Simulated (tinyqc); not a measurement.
# Power transistor in saturation, electro-thermal loop: two studies

One temperature T for the device, T = T0 + Rth P(T), with P(T) = V I0 (T/300 K)^(-al) [1 + kv (T - 300 K)/Vov]^2. The loop gain is Rth dP/dT; a solution is thermally stable when it is below one.

Inputs (values chosen for the exercise):
```
symbol  value  unit                                 meaning
T0        320     K                     ambient temperature
V          28     V                           drain voltage
I0        1.8     A             saturation current at 300 K
al        1.3                      exponent of the mobility
Vov       1.4     V                      overdrive at 300 K
kv        3.7  mV/K  fall of the threshold with temperature
Rth       1.1   K/W                      thermal resistance
```

Each table varies one quantity; the others keep the values above.

## Effect of the overdrive at 300 K

P'(T) = P [-al/T + 2 kv/(Vov + kv (T - 300 K))], G = Rth P'. T is the lowest solution.

Result of one run:
```
Vov (V)  T (K)  P (W)         G
2        373.8  48.91  -0.01196
```

What becomes of these results when the overdrive at 300 K Vov is changed from 2 to 0.9 V, all else the same?

Result of the changed run:
```
Vov (V)  T (K)  P (W)       G
0.9      395.0  68.15  0.1966
```

The whole series:
```
Vov (V)  T (K)  P (W)         G
0.6      434.7  104.3    0.4298
0.9      395.0  68.15    0.1966
1.3      381.6  55.97   0.07467
2        373.8  48.91  -0.01196
3        369.8  45.29  -0.06199
```

The power at 300 K is held at P0, so Vov acts only through the temperature factor. As Vov goes from 0.6 to 3 V, T falls from 434.7 to 369.8 K, the power falls from 104 to 45.3 W and the loop gain falls from 0.430 to -0.0620. The gain changes sign between Vov = 1.3 and 2 V, where the fall of the threshold and that of the mobility balance.

## Effect of the thermal resistance

Same model as above.

Results:
```
Rth (K/W)  T (K)  P (W)        G
0.367      339.2  52.33  0.01838
0.442      343.2  52.53  0.02220
0.533      348.1  52.77  0.02686
0.643      354.1  53.08  0.03253
0.776      361.5  53.45  0.03943
0.936      370.5  53.91  0.04777
1.36       395.0  55.17  0.07006
1.64       411.9  56.04  0.08485
1.98       433.1  57.14   0.1028
```

Estimate the missing row, Rth = 1.13 K/W.

Computed row:
```
Rth (K/W)  T (K)  P (W)        G
1.13       381.6  54.48  0.05795
```

With this row back in the table: As Rth goes from 0.367 to 1.98 K/W, T rises from 339.2 to 433.1 K, the power rises from 52.3 to 57.1 W and the loop gain rises from 0.0184 to 0.103.

Computed by the program tinyqc: `OMP_NUM_THREADS=1 python tinyqc.py 2520005 2520006 out.jsonl`, one thread of a shared Intel Xeon 2.30GHz, about 0.01 s for the whole run.
